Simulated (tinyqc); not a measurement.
# Worked calculation: a spin-degenerate level with charging energy between two leads, rate equations

Numbers from tinyqc (`OMP_NUM_THREADS=1 python tinyqc.py 2780103 2780104 out.jsonl`; about 0.01 s on one thread of a shared Intel Xeon 2.30GHz). Printed values are rounded.

States 0, up, down and 2 with energies 0, e1 - Ez/2, e1 + Ez/2 and 2 e1 + U. mu_L = +V/2, mu_R = -V/2 (meV), f(x) = 1/(1 + exp(x/kB T)). A transition that adds one electron of given spin at the energy E has the rate G f(E - mu) from each lead, and its reverse G [1 - f(E - mu)]. I counts electrons leaving the left lead, times q.

Values chosen for this exercise: charging energy of the second electron U = 10.3 meV; level e1 = -0.94 meV; tunnel rate to the left lead GL = 0.12 1/ns; tunnel rate to the right lead GR = 0.22 1/ns; temperature T = 2.4 K; bias V = 23 mV; Zeeman splitting Ez = 0.98 meV; time step dt = 3.5 ns.

Constants: q = 1.602176634e-19 C, kB = 1.380649e-23 J/K, Vt = kB T/q. Results are converted to the units shown.

Range of the model: Rate equations need hbar G well below kB T; cotunnelling and the Kondo effect are left out.

## Transition energies and Fermi factors

Transition energies: 0-up e1 - Ez/2, 0-down e1 + Ez/2, up-2 e1 + U + Ez/2, down-2 e1 + U - Ez/2.

```
transition   E (meV)       fL  fR (1e-22)
0-up        -1.43000  1.00000     7.14382
0-down      -0.45000  1.00000     0.06252
up-2         9.85000  0.99966     0.00000
down-2       8.87000  1.00000     0.00000
```

## Rate matrix

dp/dt = W p; W_ji is the rate from state i to j, and each column sums to zero.

W (1/ns):
```
              0         up       down          2
0     -0.240000   0.220000   0.220000   0.000000
up     0.120000  -0.339959   0.000000   0.220041
down   0.120000   0.000000  -0.340000   0.220000
2      0.000000   0.119959   0.120000  -0.440041
```

## Steady state and current

Steady state: W p = 0 with sum p = 1. I = q GL sum over transitions i-j of [fL p_i - (1 - fL) p_j].

p: 0 0.418699, up 0.228402, down 0.228360, 2 0.124538
mean number of electrons = 0.705839
I = 24.8793 pA

In units of q GL GR/(GL + GR) = 12.4 pA the current is 2.00; two independent spin channels fully inside the bias window would give 2.

## Step 1: time step

p at the start: 0 1, up 0, down 0, 2 0

Explicit Euler step: p(new) = p + dt W p.

p after step 1: 0 0.160000, up 0.420000, down 0.420000, 2 0.000000

## Step 2: time step

As before.

p after step 2: 0 0.672400, up -0.012540, down -0.012599, 2 0.352739

## Relaxation from the empty dot

Stop when no probability changes by more than 1e-8 in a step, or after 60 steps.

Course of the iteration:
```
step  p(0) / 1e7  p(up) / 1e7  p(down) / 1e7  p(2) / 1e7  largest change
1        0.00000      0.00000        0.00000     0.00000           0.840
2        0.00000      0.00000        0.00000     0.00000           0.512
3        0.00000      0.00000        0.00000     0.00000           0.584
4        0.00000      0.00000        0.00000     0.00000           0.783
5        0.00000      0.00000        0.00000     0.00000            1.08
6        0.00000      0.00000        0.00000     0.00000            1.48
7        0.00000      0.00000        0.00000     0.00000            2.05
8        0.00000      0.00000        0.00000     0.00000            2.83
...          ...          ...            ...         ...             ...
53      -0.32281      0.32281        0.32281    -0.32281          5.57e6
54       0.44548     -0.44548       -0.44548     0.44548          7.68e6
55      -0.61476      0.61476        0.61476    -0.61476          1.06e7
56       0.84837     -0.84837       -0.84837     0.84837          1.46e7
57      -1.17075      1.17075        1.17075    -1.17075          2.02e7
58       1.61563     -1.61563       -1.61563     1.61563          2.79e7
59      -2.22958      2.22958        2.22958    -2.22958          3.85e7
60       3.07681     -3.07681       -3.07681     3.07681          5.31e7
```

The change grows and flips sign each step, and probabilities leave the range 0 to 1. The largest decay rate of W is 0.680 1/ns, so a step multiplies that mode by 1 - dt times the rate = -1.38, beyond -1; stability needs dt below 2.94 ns. In reruns, dt = 1.5 ns settles in 25 steps; implicit steps, p(new) = (1 - dt W)^(-1) p, at the original dt = 3.5 ns settle in 23 steps.
